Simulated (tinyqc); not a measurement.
Comparisons within one model: donors with valley-orbit split 1s states. A value that a table varies takes the place of the one given here.

Each donor binds at most one electron, in any of its states. For a site s, W_s = sum over its states of g exp(E/kT), and the ionised share is 1/(1 + W_s exp(eta)), eta = (EF - Ec)/kT; n = Nc F_1/2(eta); neutrality n + NA = ND x (mean ionised share); holes are neglected. Nc from N = 2 (m kB T/(4 pi c))^(3/2) with c = hbar^2/2m0, in 1/angstrom^3; times 1e24 for 1/cm^3, m = md. F_j(eta) = (1/Gamma(j + 1)) integral_0^infinity x^j dx/(1 + exp(x - eta)), which tends to exp(eta) for eta << 0.

Mobility (Caughey-Thomas form): mu = mu0 + (mu1 (T/300)^(-ga) - mu0)/(1 + ((ND + NA)/Nr)^de); rho = 1/(e n mu), e = 1.602176634e-19 C.

Constants: hbar^2/2m0 = 3.80998211 eV angstrom^2; kB = 8.617333262e-05 eV/K.

Inputs chosen for the exercise (near those of As in Si; shifted at random, so the results belong to these values and not to a real crystal):

| symbol | value | unit | meaning |
|---|---|---|---|
| md | 1.081 | m0 | density-of-states mass of the conduction band |
| E | (52.7, 32.5, 30) | meV | binding energies of 1s(A1), 1s(T2), 1s(E) |
| g | (2, 6, 4) |  | their degeneracies with spin |
| ND | 6.2e+17 | 1/cm^3 | donors |
| NA | 1.3e+17 | 1/cm^3 | compensating acceptors, all ionised |
| T | 400 | K |  |
| mu0 | 60 | cm^2/(V s) | mobility at heavy doping |
| mu1 | 1467 | cm^2/(V s) | mobility at light doping and 300 K |
| Nr | 1.1e+17 | 1/cm^3 | reference doping |
| de | 0.72 |  | doping exponent |
| ga | 2.3 |  | temperature exponent |

## What the excited states change

The last columns keep only the ground state of each site (g = 2).

Results:

| T (K) | effective degeneracy | eta | n (1/cm^3) | n, ground states only | ratio |
|---|---|---|---|---|---|
| 40 | 2.02 | -14.67 | 5.86e+11 | 5.93e+11 | 0.989 |
| 60 | 2.17 | -9.64 | 1.64e+14 | 1.78e+14 | 0.922 |
| 80 | 2.47 | -7.25 | 2.76e+15 | 3.39e+15 | 0.815 |
| 110 | 3.08 | -5.57 | 2.37e+16 | 3.36e+16 | 0.707 |
| 150 | 3.95 | -4.80 | 8.21e+16 | 1.23e+17 | 0.670 |
| 200 | 4.93 | -4.54 | 1.63e+17 | 2.41e+17 | 0.676 |
| 250 | 5.74 | -4.53 | 2.31e+17 | 3.28e+17 | 0.705 |
| 300 | 6.41 | -4.59 | 2.84e+17 | 3.83e+17 | 0.742 |
| 400 | 7.41 | -4.81 | 3.54e+17 | 4.37e+17 | 0.811 |
| 500 | 8.12 | -5.03 | 3.95e+17 | 4.60e+17 | 0.860 |

What does this show, and why?

The effective degeneracy grows from 2.02 to 8.12. Excited states hold electrons back, so the ratio is never above 1; it is lowest, 0.670, at 150 K of those listed, and 0.742 at 300 K. At low T the excited states empty out, and at high T more donors are ionised (n is 81 % of ND - NA in the last row), so the effect is largest in between.

## Ionisation and resistivity against doping

NA = 0.

Results:

| ND (1/cm^3) | n (1/cm^3) | n/ND | mu (cm^2/(V s)) | rho (ohm cm) | rho at full ionisation |
|---|---|---|---|---|---|
| 1.0e+14 | 1.00e+14 | 1.000 | 752 | 83.0 | 82.9 |
| 1.0e+15 | 9.99e+14 | 0.999 | 734 | 8.51 | 8.50 |
| 1.0e+16 | 9.92e+15 | 0.992 | 652 | 0.965 | 0.958 |
| 3.0e+16 | 2.93e+16 | 0.977 | 561 | 0.380 | 0.371 |
| 1.0e+17 | 9.32e+16 | 0.932 | 420 | 0.159 | 0.148 |
| 3.0e+17 | 2.51e+17 | 0.835 | 288 | 0.0866 | 0.0723 |
| 1.0e+18 | 6.58e+17 | 0.658 | 178 | 0.0533 | 0.0350 |
| 2.0e+18 | 1.08e+18 | 0.539 | 137 | 0.0423 | 0.0228 |

How do the results move?

From 1e16 to 1e18 1/cm^3 rho falls by a factor 18.1, not 100: the mobility takes a factor 3.66 and incomplete ionisation 1.51. n/ND is below 0.9 from 3e+17 1/cm^3 on. From a few times 1e18 1/cm^3 on, depending on the dopant, the levels merge with the band, and already below that screening lowers the binding energy, so the last rows understate n.

## Compensation sets the slope of the freeze-out

NA = K ND. The slope energy is -d ln(n T^(-p))/d(1/kT) between 30 and 36 K, with p = 3/4 for K = 0 and p = 3/2 otherwise.

Results:

| K | n(30 K) (1/cm^3) | n(36 K) (1/cm^3) | slope energy (meV) |
|---|---|---|---|
| 0 | 1.97e+13 | 1.23e+14 | 26.32 |
| 0.0010 | 6.23e+11 | 2.35e+13 | 52.07 |
| 0.010 | 6.18e+10 | 2.42e+12 | 52.63 |
| 0.050 | 1.19e+10 | 4.64e+11 | 52.63 |
| 0.20 | 2.50e+09 | 9.77e+10 | 52.63 |
| 0.50 | 6.24e+08 | 2.44e+10 | 52.63 |

What can be read from the table?

Without acceptors the slope is 26.32 meV, against half the ground-state energy, 26.35; with K = 0.05 it is 52.63 meV, against the full 52.7. The full energy (less a few meV where excited levels lie within a few kT) shows where n is far below NA, since the acceptors then hold EF near the donor level: n(36 K)/NA is 0.038 for K = 0.001 and 1.5e-05 for K = 0.05.

## What moves the carrier density

All results formed anew. Each row changes one parameter from the base and keeps the others.

Results:

| case | eta | n (1/cm^3) | rho (ohm cm) |
|---|---|---|---|
| base | -4.805 | 3.544e+17 | 0.08811 |
| E = (57.7, 32.5, 30) meV | -4.815 | 3.511e+17 | 0.08896 |
| md = 1.189 m0 | -4.917 | 3.659e+17 | 0.08536 |
| ND = 1.24e+18 1/cm^3 | -4.155 | 6.773e+17 | 0.05850 |
| NA = 1.92e+17 1/cm^3 | -4.949 | 3.071e+17 | 0.1050 |
| T = 430 K | -4.874 | 3.690e+17 | 0.09578 |
| Nr = 2.2e+17 1/cm^3 | -4.805 | 3.544e+17 | 0.06673 |

How do the results move?

The largest shifts from the base row, up to three for each result and ties (the steps differ in size, so this ranks the rows, not the parameters). eta: ND +0.650, NA -0.144, md -0.111; unchanged at the printed digits by Nr. n (1/cm^3): ND +3.23e+17, NA -4.74e+16, T +1.46e+16; unchanged at the printed digits by Nr. rho (ohm cm): ND -0.0296, Nr -0.0214, NA +0.0169.

Program tinyqc; command `OMP_NUM_THREADS=1 python tinyqc.py 1680709 1680710 out.jsonl`; about 0.01 s on one thread of a shared Intel(R) Xeon(R) Processor @ 2.30GHz.
